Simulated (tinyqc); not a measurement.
Worked calculation: UKS/BP86 in the 3-21g basis, for H3, spin multiplicity 2. One step of it, computed by the program tinyqc.

Problem. Iteration 1: diagonalisation and new density. Diagonalise F' = X^T F X, C = X C', fill 2 alpha and 1 beta electrons from the bottom; D(s) = C_occ C_occ^T. Each column has its largest component positive (the first on a tie).

F(alpha) (hartree), order 1H 1s, 1H 2s, 2H 1s, 2H 2s, 3H 1s, 3H 2s:
$$\begin{pmatrix}
0.150646 & -0.273511 & -0.125207 & -0.179188 & -0.115050 & -0.169889 \\
-0.273511 & -0.166064 & -0.191690 & -0.183653 & -0.118112 & -0.138769 \\
-0.125207 & -0.191690 & 0.036323 & -0.320121 & -0.116585 & -0.185722 \\
-0.179188 & -0.183653 & -0.320121 & -0.199316 & -0.119431 & -0.149682 \\
-0.115050 & -0.118112 & -0.116585 & -0.119431 & 0.513638 & -0.109727 \\
-0.169889 & -0.138769 & -0.185722 & -0.149682 & -0.109727 & -0.036948
\end{pmatrix}$$

F(beta) (hartree), order 1H 1s, 1H 2s, 2H 1s, 2H 2s, 3H 1s, 3H 2s:
$$\begin{pmatrix}
0.276672 & -0.232974 & -0.121545 & -0.162817 & -0.112940 & -0.154228 \\
-0.232974 & -0.136107 & -0.178853 & -0.173331 & -0.111647 & -0.126868 \\
-0.121545 & -0.178853 & 0.125667 & -0.289973 & -0.114471 & -0.175299 \\
-0.162817 & -0.173331 & -0.289973 & -0.183489 & -0.115173 & -0.144020 \\
-0.112940 & -0.111647 & -0.114471 & -0.115173 & 0.547063 & -0.095970 \\
-0.154228 & -0.126868 & -0.175299 & -0.144020 & -0.095970 & -0.029499
\end{pmatrix}$$

X, order 1H 1s, 1H 2s, 2H 1s, 2H 2s, 3H 1s, 3H 2s:
$$\begin{pmatrix}
1.246874 & -0.499473 & 0.033029 & 0.009066 & 0.033028 & 0.009066 \\
-0.499473 & 1.569633 & 0.009039 & -0.335838 & 0.009039 & -0.335843 \\
0.033029 & 0.009039 & 1.246871 & -0.499450 & 0.033053 & 0.009078 \\
0.009066 & -0.335838 & -0.499450 & 1.569367 & 0.009078 & -0.335499 \\
0.033028 & 0.009039 & 0.033053 & 0.009078 & 1.246871 & -0.499450 \\
0.009066 & -0.335843 & 0.009078 & -0.335499 & -0.499450 & 1.569370
\end{pmatrix}$$

Give: F' = X^T F X; orbital energies; coefficients C; F' = X^T F X; orbital energies; coefficients C; D(alpha) after iteration 1; D(beta) after iteration 1.

Solution.

F' = X^T F X (alpha) (hartree):
$$\begin{pmatrix}
0.5188 & -0.4817 & -0.0056 & -0.0557 & -0.0103 & -0.0615 \\
-0.4817 & 0.2176 & -0.0588 & -0.0729 & -0.0387 & -0.0601 \\
-0.0056 & -0.0588 & 0.3899 & -0.4775 & -0.0095 & -0.0651 \\
-0.0557 & -0.0729 & -0.4775 & 0.1883 & -0.0351 & -0.0680 \\
-0.0103 & -0.0387 & -0.0095 & -0.0351 & 0.9152 & -0.4878 \\
-0.0615 & -0.0601 & -0.0651 & -0.0680 & -0.4878 & 0.3487
\end{pmatrix}$$

orbital energies (alpha) (hartree): MO1 -0.3219, MO2 -0.0614, MO3 0.1148, MO4 0.7713, MO5 0.8774, MO6 1.1983

coefficients C (alpha), order 1H 1s, 1H 2s, 2H 1s, 2H 2s, 3H 1s, 3H 2s:
$$\begin{pmatrix}
0.2106 & 0.2601 & -0.0561 & 0.2727 & 1.2667 & 0.1111 \\
0.2856 & 0.8679 & -0.4806 & -0.5341 & -1.2559 & 0.1029 \\
0.3079 & -0.2500 & -0.0589 & -1.2404 & 0.3158 & 0.0865 \\
0.4386 & -0.7689 & -0.3938 & 1.4029 & -0.1093 & 0.1389 \\
0.0808 & 0.0210 & 0.1734 & 0.0217 & -0.0724 & 1.3281 \\
0.0276 & 0.0329 & 1.1661 & -0.1960 & 0.3249 & -1.1968
\end{pmatrix}$$

F' = X^T F X (beta) (hartree):
$$\begin{pmatrix}
0.6722 & -0.5035 & -0.0070 & -0.0463 & -0.0116 & -0.0557 \\
-0.5035 & 0.2506 & -0.0525 & -0.0828 & -0.0378 & -0.0582 \\
-0.0070 & -0.0525 & 0.4956 & -0.4860 & -0.0092 & -0.0619 \\
-0.0463 & -0.0828 & -0.4860 & 0.2003 & -0.0348 & -0.0719 \\
-0.0116 & -0.0378 & -0.0092 & -0.0348 & 0.9518 & -0.4854 \\
-0.0557 & -0.0582 & -0.0619 & -0.0719 & -0.4854 & 0.3465
\end{pmatrix}$$

orbital energies (beta) (hartree): MO1 -0.2818, MO2 -0.0131, MO3 0.1265, MO4 0.8544, MO5 1.0075, MO6 1.2234

coefficients C (beta), order 1H 1s, 1H 2s, 2H 1s, 2H 2s, 3H 1s, 3H 2s:
$$\begin{pmatrix}
0.1681 & 0.2174 & -0.0443 & 0.0914 & 1.3049 & 0.1334 \\
0.2800 & 0.9249 & -0.5133 & -0.3355 & -1.2741 & 0.0758 \\
0.2693 & -0.2085 & -0.0515 & -1.2889 & 0.1367 & 0.0880 \\
0.4860 & -0.8073 & -0.4103 & 1.3622 & 0.0817 & 0.1389 \\
0.0787 & 0.0253 & 0.1505 & 0.0297 & -0.0902 & 1.3297 \\
0.0452 & 0.0414 & 1.1890 & -0.2284 & 0.2972 & -1.1748
\end{pmatrix}$$

D(alpha) after iteration 1, order 1H 1s, 1H 2s, 2H 1s, 2H 2s, 3H 1s, 3H 2s:
$$\begin{pmatrix}
0.1120 & 0.2859 & -0.0002 & -0.1077 & 0.0225 & 0.0144 \\
0.2859 & 0.8348 & -0.1291 & -0.5421 & 0.0413 & 0.0364 \\
-0.0002 & -0.1291 & 0.1573 & 0.3273 & 0.0196 & 0.0003 \\
-0.1077 & -0.5421 & 0.3273 & 0.7835 & 0.0193 & -0.0132 \\
0.0225 & 0.0413 & 0.0196 & 0.0193 & 0.0070 & 0.0029 \\
0.0144 & 0.0364 & 0.0003 & -0.0132 & 0.0029 & 0.0018
\end{pmatrix}$$

D(beta) after iteration 1, order 1H 1s, 1H 2s, 2H 1s, 2H 2s, 3H 1s, 3H 2s:
$$\begin{pmatrix}
0.0283 & 0.0471 & 0.0453 & 0.0817 & 0.0132 & 0.0076 \\
0.0471 & 0.0784 & 0.0754 & 0.1361 & 0.0220 & 0.0127 \\
0.0453 & 0.0754 & 0.0725 & 0.1309 & 0.0212 & 0.0122 \\
0.0817 & 0.1361 & 0.1309 & 0.2362 & 0.0383 & 0.0220 \\
0.0132 & 0.0220 & 0.0212 & 0.0383 & 0.0062 & 0.0036 \\
0.0076 & 0.0127 & 0.0122 & 0.0220 & 0.0036 & 0.0020
\end{pmatrix}$$
